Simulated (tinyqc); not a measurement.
Inside a calculation: standing waves and exposure in a photoresist film. Values are carried at full precision from step to step, so a last printed digit may differ when a step is redone from the rounded ones.

Normal incidence from air. Unexposed resist: N1 = n1 + i k1 with k1 = (A + B) lam/(4 pi), lam in micrometres. r01 = (1 - N1)/(1 + N1), t01 = 2/(1 + N1). Below the resist lie the layer Na = na + i ka and the substrate Ns = ns + i ks: r12 = (r1a + ras x)/(1 + r1a ras x), x = exp(4 pi i Na da/lam), r1a = (N1 - Na)/(N1 + Na), ras = (Na - Ns)/(Na + Ns). With p = exp(2 pi i N1 d/lam), the field at depth z is E(z) = t01 [exp(2 pi i N1 z/lam) + r12 p^2 exp(-2 pi i N1 z/lam)]/(1 + r01 r12 p^2), the relative intensity I(z) = n1 |E(z)|^2 and the reflectance R = |(r01 + r12 p^2)/(1 + r01 r12 p^2)|^2.

Values chosen for the exercise (a resist on Al, indices near tabulated ones; the results hold for these values, not for the real material): lam = 193 nm (vacuum wavelength); n1 = 1.679 (resist index); A = 0.13 1/micrometre (bleachable absorption (Dill A)); B = 0.37 1/micrometre (fixed absorption (Dill B)); d = 136 nm (resist thickness); ns = 0.112 (substrate n); ks = 2.259 (substrate k); na = 1.801 (n of the bottom antireflection layer); ka = 0.382 (its k); da = 29 nm (its thickness); C = 0.026 cm^2/mJ (exposure rate (Dill C)); D = 40 mJ/cm^2 (incident dose); Ld = 15 nm (diffusion length of the post-exposure bake).

## Interface coefficients

Form N1, r01, t01 and r12.

N1 = 1.67900+0.00768i
r01 = -0.2535-0.0021i
t01 = 0.7465-0.0021i
r12 = -0.0660+0.2623i
|r12|^2 = 0.0731

Next to the bottom the intensity swings by a factor ((1 + |r12|)/(1 - |r12|))^2 = 3.03 between antinode and node; without the layer |r12|^2 would be 0.9016.

## Round trip and reflectance

Form p^2, the denominator and R; the period of the standing wave is lam/(2 n1).

p^2 = -0.6234+0.6959i
1 + r01 r12 p^2 = 1.0354+0.0534i
R = 0.1867
period = 57.47 nm

The film holds 2.37 periods.

## Intensity and exposure over the lowest period

Nine depths from d - period to d. Without bleaching during the exposure the share of unexposed compound is m = exp(-C D I).

Profile:
```
z (nm)      I      m
78.5    0.787  0.441
85.7    1.118  0.313
92.9    1.316  0.254
100.1   1.264  0.269
107.3   0.991  0.357
114.4   0.655  0.506
121.6   0.452  0.625
128.8   0.498  0.596
136.0   0.765  0.451
```

I runs from 0.452 to 1.316 on these points, so m runs from 0.254 to 0.625; the least exposed point listed lies 14.4 nm above the bottom.

## Smoothing by the bake

Gaussian diffusion of length Ld multiplies a cosine of period L by exp(-2 pi^2 Ld^2/L^2). Give that factor, and the Ld that leaves 10 %.

factor = 0.261
Ld for 10 % = 19.63 nm

## Checks

- R against the transfer-matrix product: both 0.18667.

tinyqc: `OMP_NUM_THREADS=1 python tinyqc.py 1680686 1680687 out.jsonl`; about 0.01 s, one thread, shared Intel(R) Xeon(R) Processor @ 2.30GHz.
